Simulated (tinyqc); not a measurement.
Illuminated p-n diode, drift-diffusion by the Gummel loop with Scharfetter-Gummel fluxes: one step of the calculation.

Abrupt junction at x = 0, p side from -Lp, n side to Ln, ohmic contacts. psi is counted from the intrinsic level; n = ni exp((psi - phin)/Vt), p = ni exp((phip - psi)/Vt). Contacts: p side psi = V - Vt ln(Na/ni), p = Na, n = ni^2/Na; n side psi = Vt ln(Nd/ni), n = Nd, p = ni^2/Nd. Constant mobilities, D = mu Vt, Boltzmann statistics, SRH recombination through a mid-gap level, U = (n p - ni^2)/(tp (n + ni) + tn (p + ni)). Current is positive from the p contact to the n contact.

Task. Poisson equation. With phin and phip held, solve a_i (psi_(i+1) - psi_i) - a_(i-1) (psi_i - psi_(i-1)) + q w_i (p_i - n_i + C_i) = 0 for the inner nodes by Newton steps to convergence; a_i = eps0 eps_r/h_i, h_i = x_(i+1) - x_i, w_i = (h_(i-1) + h_i)/2, C = -Na or +Nd.

Parameters, values chosen for the exercise; band and dielectric values close to those of silicon: temperature T = 300 K; relative permittivity eps_r = 11.9; acceptor density of the p side Na = 6.5e17 cm^-3; donor density of the n side Nd = 6.5e16 cm^-3; bias of the p contact V = 0.58 V.

Constants: q = 1.602176634e-19 C, kB = 1.380649e-23 J/K, Vt = kB T/q, eps0 = 8.8541878128e-14 F/cm where lengths are in cm. Results are converted to the units shown.

```
node  x (nm)  phin at the start (V)  phip at the start (V)
0      -1500                   0.58                   0.58
1       -639                      0                   0.58
2       -267                      0                   0.58
3       -106                      0                   0.58
4      -36.6                      0                   0.58
5       -6.5                      0                   0.58
6        6.5                      0                   0.58
7       26.4                      0                   0.58
8       56.8                      0                   0.58
9        103                      0                   0.58
10       175                      0                   0.58
11       283                      0                   0.58
12       450                      0                      0
```

ni = 1.0479855e10 cm^-3

Find: psi; n after Poisson; p after Poisson.

Result.

```
node  psi (V)  n after Poisson (cm^-3)  p after Poisson (cm^-3)
0     0.11614                   168.97                6.5000e17
1     0.11614                9.3620e11                6.5000e17
2     0.11614                9.3620e11                6.5000e17
3     0.11614                9.3622e11                6.4999e17
4     0.11630                9.4207e11                6.4595e17
5     0.12560                1.3500e12                4.5077e17
6     0.21449                4.2030e13                1.4478e16
7     0.31101                1.7583e15                3.4608e14
8     0.38454                3.0222e16                2.0136e13
9     0.40265                6.0898e16                9.9925e12
10    0.40428                6.4849e16                9.3838e12
11    0.40434                6.5007e16                9.3611e12
12    0.40434                6.5000e16                   1689.7
```

tinyqc, about 0.6 s, one thread, Intel Xeon 2.30GHz (shared host): `OMP_NUM_THREADS=1 python tinyqc.py 2240088 2240089 out.jsonl`
